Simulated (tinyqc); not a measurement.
What moves the efficiency: defect, radiative and Auger recombination at equal electron and hole densities (ABC model).

J/(e d) = Ae n + B n^2 + C n^3 with Ae = A + 4 S/w (four side walls, carriers spread evenly), e = 1.602176634e-19 C, lengths in cm; internal efficiency IQE = B n^2/(Ae n + B n^2 + C n^3); all injected carriers recombine in the layer.

Values chosen for the exercise (orders of magnitude like those quoted for GaAs; shifted at random, so the results belong to these values and not to a real crystal): A = 24000000 1/s (defect rate); B = 1.1e-10 cm^3/s (radiative coefficient); C = 9.8e-31 cm^6/s (Auger coefficient); S = 420 cm/s (recombination velocity of the side walls); w = 2.2 micrometre (side of the square mesa); d = 65 nm (active thickness); J = 37000 A/cm^2 (current density).

IQE_max = Q/(Q + 2) with Q = B/sqrt(Ae C), reached at n = sqrt(Ae/C).

Results for these values:
```
case  n (1/cm^3)     IQE  IQE_max  J at the peak (A/cm^2)
base   1.665e+19  0.8579   0.9081                4.07e+03
```

What happens to each result for d = 130 nm, all else kept?

Answer: n falls from 1.665e+19 to 1.195e+19; IQE rises from 0.8579 to 0.8845; IQE_max does not change at the printed digits; J at the peak rises from 4.07e+03 to 8.14e+03.

The same for each parameter in turn:
```
case                 n (1/cm^3)     IQE  IQE_max  J at the peak (A/cm^2)
base                  1.665e+19  0.8579   0.9081                4.07e+03
A = 48000000 1/s      1.656e+19  0.8489   0.8816                7.38e+03
B = 1.65e-10 cm^3/s   1.401e+19  0.9117   0.9368                5.92e+03
C = 1.96e-30 cm^6/s   1.577e+19  0.7697   0.8748                2.11e+03
d = 130 nm            1.195e+19  0.8845   0.9081                8.14e+03
J = 111000 A/cm^2     2.776e+19  0.7951   0.9081                4.07e+03
w = 1.1 micrometre    1.662e+19  0.8550   0.8986                5.11e+03
```

Program tinyqc; command `OMP_NUM_THREADS=1 python tinyqc.py 1680758 1680759 out.jsonl`; about 0.01 s on one thread of a shared Intel(R) Xeon(R) Processor @ 2.30GHz.
